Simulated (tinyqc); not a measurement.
# p-i-n power rectifier, conductivity modulation at high injection: what changes with what

A drift layer from x = -d to d (2 d = W) between ideal p+ and n+ emitters (no recombination in them). High injection, n = p, ambipolar diffusion with one lifetime; both mobilities scale as (T/300 K)^(-bt).

Inputs (values chosen for the exercise); bulk values close to those of 4H silicon carbide: temperature T = 350 K; relative permittivity eps_r = 9.57; critical-field constant Kc = 22400 V/cm per (cm^-3)^(1/8); rated breakdown voltage of the drift layer BV = 3400 V; drift mobility at 300 K mud = 790 cm^2/(V s); temperature exponent of the drift mobility bt = 2.4; hole mobility at 300 K mup = 112 cm^2/(V s); band gap Eg = 3.3 eV; conduction-band density of states at T Nc = 2.14e19 cm^-3; valence-band density of states at T Nv = 3.15e19 cm^-3; forward current density J = 100 A/cm^2; ramp rate of the current at turn-off a = 620 A/(cm^2 us); high-level lifetime tau = 7e-7 s.

Constants: q = 1.602176634e-19 C, kB = 1.380649e-23 J/K, Vt = kB T/q, eps0 = 8.8541878128e-14 F/cm where lengths are in cm. Results are converted to the units shown.

Each table varies one quantity; the others keep the values above.

## Forward voltage and stored charge against the high-level lifetime

Triangular field at breakdown with Ec = Kc N^(1/8): BV = eps0 eps_r Ec^2/(2 q N), so N = (eps0 eps_r Kc^2/(2 q BV))^(4/3); W = 2 BV/Ec; mu = mud (T/300 K)^(-bt); rho = 1/(q mu N); ideal resistance rho W. Da = 2 mun mup Vt/(mun + mup), La = sqrt(Da tau), B = (mun - mup)/(mun + mup) with mun = mud (T/300 K)^(-bt), mup likewise; n(x) = (tau J/(2 q La)) [cosh(x/La)/sinh(d/La) - B sinh(x/La)/cosh(d/La)]. Ohmic drop: integral of J/(q (mun + mup) n); diffusion (Dember) drop Vt B ln(n(-d)/n(d)); both junctions together Vt ln(n(-d) n(d)/ni^2), ni = sqrt(Nc Nv) exp(-Eg/(2 Vt)), Eg in volts; V_F = the sum; stored charge q times the integral of n. Integrals on a fine grid. Peak reverse current if all stored charge left in a linear ramp without recombination (an upper bound): sqrt(2 a Q). Rows where n falls below the doping are left out.

The same in every row: J rho W (V) = 1.424.

Results:

| tau (s) | d/La | drift drop, ohmic and diffusion (V) | junction drops (V) | V_F (V) | Q (uC/cm^2) | sqrt(2 a Q) (A/cm^2) | lowest n over N |
|---|---|---|---|---|---|---|---|
| 1.2e-7 | 2.535 | 0.3707 | 2.904 | 3.275 | 12.00 | 122.0 | 2.004 |
| 5.3e-7 | 1.206 | 0.07102 | 2.973 | 3.044 | 53.00 | 256.4 | 20.16 |
| 1.1e-6 | 0.8374 | 0.03615 | 3.013 | 3.049 | 110.0 | 369.3 | 51.86 |
| 2.3e-6 | 0.5791 | 0.01837 | 3.054 | 3.072 | 230.0 | 534.0 | 123.4 |
| 4.8e-6 | 0.4009 | 0.009195 | 3.096 | 3.105 | 480.0 | 771.5 | 276.0 |
| 1e-5 | 0.2777 | 0.004528 | 3.139 | 3.144 | 1000 | 1114 | 595.7 |
| 2.1e-5 | 0.1917 | 0.002186 | 3.183 | 3.185 | 2100 | 1614 | 1273 |

Estimate the missing row, tau = 2.5e-7 s.

Computed row:

| tau (s) | d/La | drift drop, ohmic and diffusion (V) | junction drops (V) | V_F (V) | Q (uC/cm^2) | sqrt(2 a Q) (A/cm^2) | lowest n over N |
|---|---|---|---|---|---|---|---|
| 2.5e-7 | 1.757 | 0.1518 | 2.935 | 3.087 | 25.00 | 176.1 | 6.801 |

With this row back in the table: V_F goes from 3.28 through a minimum of 3.04 (at tau = 5.3e-7 among the rows listed) to 3.19 V; the drift drop falls from 0.371 to 0.00219 V and the junction drops rise from 2.90 to 3.18 V. The minimum falls at d/La = 1.2: a short lifetime starves the middle of the layer, a long one raises the edge densities and with them the junction drops. Where n exceeds a few 1e17 cm^-3, emitter and Auger recombination, left out here, lower n and change V_F.

## Forward voltage and stored charge against the rated breakdown voltage of the drift layer

Same model as above.

The same in every row: sqrt(2 a Q) (A/cm^2) = 294.6.

Results:

| BV (V) | d/La | drift drop, ohmic and diffusion (V) | junction drops (V) | V_F (V) | Q (uC/cm^2) | lowest n over N | J rho W (V) |
|---|---|---|---|---|---|---|---|
| 850 | 0.2083 | 0.002576 | 3.076 | 3.078 | 70.00 | 33.59 | 0.04451 |
| 1200 | 0.3115 | 0.005658 | 3.052 | 3.058 | 70.00 | 34.76 | 0.1054 |
| 2300 | 0.6653 | 0.02374 | 3.011 | 3.034 | 70.00 | 33.80 | 0.5361 |
| 3200 | 0.9780 | 0.04802 | 2.991 | 3.039 | 70.00 | 30.18 | 1.224 |
| 4400 | 1.418 | 0.09724 | 2.974 | 3.071 | 70.00 | 24.44 | 2.713 |
| 6100 | 2.076 | 0.2224 | 2.961 | 3.184 | 70.00 | 17.24 | 6.141 |
| 8500 | 3.057 | 0.6438 | 2.956 | 3.600 | 70.00 | 9.605 | 14.07 |

Estimate the missing row, BV = 1600 V.

Computed row:

| BV (V) | d/La | drift drop, ohmic and diffusion (V) | junction drops (V) | V_F (V) | Q (uC/cm^2) | lowest n over N | J rho W (V) |
|---|---|---|---|---|---|---|---|
| 1600 | 0.4357 | 0.01077 | 3.033 | 3.044 | 70.00 | 35.08 | 0.2164 |

With this row back in the table: V_F goes from 3.08 through a minimum of 3.03 (at BV = 2300 among the rows listed) to 3.60 V; the drift drop rises from 0.00258 to 0.644 V and the junction drops fall from 3.08 to 2.96 V. The unipolar drop J rho W is below V_F for BV up to 4400.

Computed by the program tinyqc: `OMP_NUM_THREADS=1 python tinyqc.py 2230140 2230141 out.jsonl`, one thread of a shared Intel Xeon 2.30GHz, about 0.01 s for the whole run.
